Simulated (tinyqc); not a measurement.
# Quantum limit of the contact resistance of a two-dimensional channel: effects of single changes

Parabolic band with gv valleys, C = hbar^2/(2 m0), eta = (EF - Ec)/(kB T). Landauer picture: each mode conducts 2 q^2/h, and the contacts and the channel add incoherently in series, 1/Tt - 1 = 2 (1/tc - 1) + L/lam for the total transmission Tt.

Parameters, values chosen for the exercise:
```
symbol,value,unit,meaning
T,300,K,temperature
m,0.23,m0,mass
gv,1,,valleys
n,1.9e12,cm^-2,carrier density
tc,0.43,,transmission of each contact
lam,3.8,nm,back-scattering length of the channel
```

Constants: q = 1.602176634e-19 C, kB = 1.380649e-23 J/K, hbar = 1.054571817e-34 J s, h = 6.62607015e-34 J s, m0 = 9.1093837015e-31 kg, Vt = kB T/q, hbar^2/(2 m0) = 0.0380998212 eV nm^2. Results are converted to the units shown.

Each table varies one quantity; the others keep the values above.

## Quantum limit against density

n = N ln(1 + exp(eta)), N = gv m kB T/(2 pi C); modes per width M = gv sqrt(m kB T/C) Fm(eta)/(2 sqrt(pi)), Fm(x) = (1/sqrt(pi)) int_0^infinity u^(-1/2)/(1 + exp(u - x)) du; at zero temperature M0 = gv kF/pi, kF = sqrt(2 pi n/gv). kB T in eV. RQ = (h/2q^2)/M for the whole device, R = RQ/Tt; the part of one contact is Rc = RQ (1/tc - 1/2) and the channel adds RQ L/lam.

Results:

| n (cm^-2) | eta | M (1/um) | M0 (1/um) | RQ/2 (ohm um) |
|---|---|---|---|---|
| 1.4e11 | -2.848 | 6.209 | 29.85 | 1039 |
| 3.4e11 | -1.919 | 14.83 | 46.52 | 435.1 |
| 8.3e11 | -0.9244 | 34.81 | 72.69 | 185.4 |
| 5e12 | 1.870 | 157.1 | 178.4 | 41.09 |
| 1.2e13 | 4.823 | 270.2 | 276.4 | 23.88 |
| 3e13 | 12.08 | 435.7 | 437.0 | 14.81 |
| 7.3e13 | 29.39 | 681.4 | 681.7 | 9.471 |

Estimate the missing row, n = 2e12 cm^-2.

Computed row:

| n (cm^-2) | eta | M (1/um) | M0 (1/um) | RQ/2 (ohm um) |
|---|---|---|---|---|
| 2e12 | 0.2128 | 76.71 | 112.8 | 84.13 |

With this row back in the table: The limit for one contact, RQ/2, falls from 1040 to 9.47 ohm um, as n^(-0.98) between the first two rows (eta = -2.8) and n^(-0.50) between the last two (eta = 29); the non-degenerate power is -1 and the degenerate one -1/2. M0 is 4.81 times M in the first row and 0.048 % above it in the last. In 2 of the 8 rows EF lies more than 0.3 eV above Ec, where real bands are no longer parabolic.

## Total resistance against length

Same model as above.

kB T in eV.

Total resistance against length:

| L (nm) | R (ohm um) | share of the contacts (%) |
|---|---|---|
| 0.43 | 661.8 | 96.99 |
| 0.92 | 684.5 | 93.78 |
| 2 | 734.4 | 87.40 |
| 4.3 | 840.8 | 76.34 |
| 9.2 | 1068 | 60.13 |
| 20 | 1567 | 40.96 |
| 42 | 2585 | 24.83 |
| 91 | 4852 | 13.23 |

What does the table show?

R is a straight line in L with intercept 2 Rc = 642 ohm um; the share of the contacts falls from 97.0 to 13.2 % and is one half at L = lam (2/tc - 1) = 13.9 nm.

Program tinyqc, `OMP_NUM_THREADS=1 python tinyqc.py 2760076 2760077 out.jsonl`; Intel Xeon 2.30GHz, shared host, one thread, about 0.01 s.
